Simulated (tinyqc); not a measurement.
Isotype n-N heterojunction, non-linear Poisson equation by Newton steps, Boltzmann statistics: two steps of the calculation.

One dimension, material 1 (n-type) at x < 0 and material 2 (n-type) at x > 0. Band edges: Ec = -psi in material 1 and -psi + dEc in material 2, Ev = Ec - Eg. Equilibrium, Fermi level at 0. n = Nc F((EFn - Ec)/Vt), p = Nv F((Ev - EFp)/Vt), with F(eta) = exp(eta) (Boltzmann statistics); full ionisation, no interface charge, classical densities; the doping types are chosen for the exercise. The polarisation charge of real nitride interfaces, of order 1e13 cm^-2, is left out.

Inputs (values chosen for the exercise); band and dielectric values close to those of AlGaN and GaN:
```
symbol,value,unit,meaning
T,300,K,temperature
Eg1,3.95,eV,band gap of material 1
er1,9.34,,relative permittivity of material 1
Nc1,3.02e18,cm^-3,conduction-band density of states of material 1
Nv1,6.03e19,cm^-3,valence-band density of states of material 1
Eg2,3.36,eV,band gap of material 2
er2,9.51,,relative permittivity of material 2
Nc2,2.29e18,cm^-3,conduction-band density of states of material 2
Nv2,4.56e19,cm^-3,valence-band density of states of material 2
dEc,-0.38,eV,conduction-band offset Ec2 - Ec1
N1,2.9e16,cm^-3,donor density of material 1
N2,3.3e16,cm^-3,donor density of material 2
V,0,V,bias of side 1 against side 2
```

Constants: q = 1.602176634e-19 C, kB = 1.380649e-23 J/K, Vt = kB T/q, eps0 = 8.8541878128e-14 F/cm where lengths are in cm. Results are converted to the units shown.

Question 1. Densities, residual and Jacobian diagonal. n_i = Nc F(a_n), a_n = (V - Ec_i)/Vt; p_i = Nv F(a_p), a_p = (Ec_i - Eg)/Vt; rho_i = p_i - n_i + C_i with C = +N1 or +N2; g_i = (n_i + p_i)/Vt. Box widths w_i = (h_(i-1) + h_i)/2 in cm. Residual F_i = a_i (psi_(i+1) - psi_i) - a_(i-1) (psi_i - psi_(i-1)) + q rho_i w_i; Jacobian: a_(i-1) and a_i beside the diagonal, b_i = -a_(i-1) - a_i - q g_i w_i on it. The two end nodes are fixed.

x, node 0 to 11 (nm): [-306, -179, -101, -52.8, -23.5, -5.5, 5.5, 21.7, 45.7, 81.2, 134, 211]
coupling a_i, interval 0 to 10 (F/cm^2): [6.5116625e-8, 1.0602322e-7, 1.7157285e-7, 2.8224612e-7, 4.5943397e-7, 7.5858121e-7, 5.1977362e-7, 3.5084719e-7, 2.3719247e-7, 1.5947600e-7, 1.0935497e-7]
psi at the start, node 0 to 11 (V): [-0.12010106, -0.21086951, -0.26661707, -0.30106620, -0.32200727, -0.33487209, -0.34273393, -0.35431227, -0.37146536, -0.39683764, -0.43457445, -0.48960730]
material, node 0 to 11: [1, 1, 1, 1, 1, 1, 2, 2, 2, 2, 2, 2]
psi_L = -0.12010106 V
psi_R = -0.48960730 V

Wanted: n; p; residual F; diagonal b.

Answer 1.

n, node 0 to 11 (cm^-3): [2.900e16, 8.661e14, 1.002e14, 2.644e13, 1.176e13, 7.152e12, 9.680e18, 6.185e18, 3.186e18, 1.194e18, 2.773e17, 3.300e16]
p, node 0 to 11 (cm^-3): [2.760e-45, 9.240e-44, 7.984e-43, 3.026e-42, 6.803e-42, 1.119e-41, 3.867e-38, 6.052e-38, 1.175e-37, 3.136e-37, 1.350e-36, 1.134e-35]
residual F, node 1 to 10 (in units of 1e-6 C/cm^2): [0.046, 0.029, 0.018, 0.011, 0.007, -2.102, -1.981, -1.503, -0.821, -0.254]
diagonal b, node 1 to 10 (F/cm^2): [-2.262e-7, -2.815e-7, -4.545e-7, -7.419e-7, -1.218e-6, -8.287e-5, -7.792e-5, -5.933e-5, -3.306e-5, -1.142e-5]

Question 2. Check against the first integral. Exact first integral: on each side D^2/(2 eps0 er) = G, G = q [Vt (nI_j - nI_b) + Vt (pI_j - pI_b) - C (psi_j - psi_b)], with C = +N1 or +N2, b the neutral end of that side, and nI, pI the densities themselves. D is continuous, so er1 G1(psi_j) = er2 G2(psi_j) fixes psi_j. Ends from Nc1 F(psi_L/Vt) = N1 and Nc2 F((V + psi_R - dEc)/Vt) = N2. D is counted positive when psi rises towards material 2.

Find: psi_j; D; psi_j - psi_L; psi_R - psi_j; Ec1 - EFn at the interface; Ec2 - EFn at the interface.

Answer 2.

psi_j = -0.42365 V
D = -46.196 nC/cm^2
psi_j - psi_L = -0.30355 V
psi_R - psi_j = -0.065953 V
Ec1 - EFn at the interface = 0.42365 eV
Ec2 - EFn at the interface = 0.043654 eV

Material 1 takes 82.2 % of the bending.

Range of the model: The accumulation layer is thin enough for quantum confinement, which this classical model leaves out.

Program tinyqc, `OMP_NUM_THREADS=1 python tinyqc.py 2040026 2040027 out.jsonl`; Intel Xeon 2.30GHz, shared host, one thread, about 0.03 s.
